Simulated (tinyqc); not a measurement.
Deformation potentials from a strained empirical pseudopotential: one step. Xu of the Delta valleys and b.

Parameters, chosen for this exercise (out of a larger set: near those of Si; not measured data): h = 0.005 (size of the test strain).

Delta x, Delta z (eV): 1.3023255  1.3617443

valence levels (eV): -0.0501590  0.0250795  0.0250795

Task: For e = diag(-h/2, -h/2, h): E(Delta z) - E(Delta x) = Xu (ezz - exx), and without spin-orbit coupling E(Z) - E(X, Y) = 3 b (ezz - exx); Z is the single level, X and Y the pair.

Give: Xu; b.

Result:

Xu = 7.92 eV
b = -3.34 eV

Stretching along z raises the valleys on the z axis and lowers the Z valence state. One-sided differences carry an error of order h. A local potential fitted to band energies alone fixes these slopes only roughly; b tends to come out too large and Xu of L too small.

Computed by tinyqc, a small Python program: `OMP_NUM_THREADS=1 python tinyqc.py 1850707 1850708 out.jsonl` (the numbers bound the seed that draws the inputs); one thread of a shared host (Intel(R) Xeon(R) Processor @ 2.30GHz), about 0.2 s for the whole set of steps.
